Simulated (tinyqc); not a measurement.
From results back to parameters: optical gain and spontaneous emission in a bulk direct-gap semiconductor. Three cases, with inputs chosen for the exercise.

Problem. The gain spectrum crosses zero at E0 = Eg + Fc + Fv; n = p is hidden.

F_j(eta) = (1/Gamma(j + 1)) integral_0^infinity x^j dx/(1 + exp(x - eta)), which tends to exp(eta) for eta << 0.

Quasi-Fermi levels: n = Nc F_1/2(Fc/kT) and p = Nv F_1/2(Fv/kT), Fc counted up from the conduction edge and Fv down from the valence edge; Nc, Nv from N = 2 (m kB T/(4 pi c))^(3/2) with c = hbar^2/2m0, in 1/angstrom^3; times 1e24 for 1/cm^3, with me and (mhh^(3/2) + mlh^(3/2))^(2/3).

Constants: hbar^2/2m0 = 3.80998211 eV angstrom^2; kB = 8.617333262e-05 eV/K.

Find: Fc; Fv; n.

Method. Fc + Fv rises steadily with n, so one n gives E0 - Eg; solve by bisection on ln n.

Case 1.

Values chosen (near those of InGaAs; not measured data): Eg = 0.764 eV (direct gap); me = 0.0415 m0 (electron mass); mhh = 0.454 m0 (heavy-hole mass); mlh = 0.052 m0 (light-hole mass); T = 400 K.

E0 = 0.93651 eV

Solution.

Fc = 0.209 eV
Fv = -0.037 eV
n = 3.8e+18 1/cm^3

Case 2.

Values chosen (near those of GaAs; not measured data): Eg = 1.385 eV (direct gap); me = 0.0684 m0 (electron mass); mhh = 0.512 m0 (heavy-hole mass); mlh = 0.0832 m0 (light-hole mass); T = 300 K.

E0 = 1.50452 eV

Solution.

Fc = 0.137 eV
Fv = -0.017 eV
n = 4.3e+18 1/cm^3

Case 3.

Values chosen (near those of InGaAs; not measured data): Eg = 0.739 eV (direct gap); me = 0.0397 m0 (electron mass); mhh = 0.443 m0 (heavy-hole mass); mlh = 0.0503 m0 (light-hole mass); T = 300 K.

E0 = 0.84839 eV

Solution.

Fc = 0.142 eV
Fv = -0.032 eV
n = 2.0e+18 1/cm^3

Computed by tinyqc, one run a case: `OMP_NUM_THREADS=1 python tinyqc.py N N+1 out.jsonl` with N = 1651129, 1651133, 1651146; one thread of a shared Intel(R) Xeon(R) Processor @ 2.30GHz, about 0.1 s a run at most.
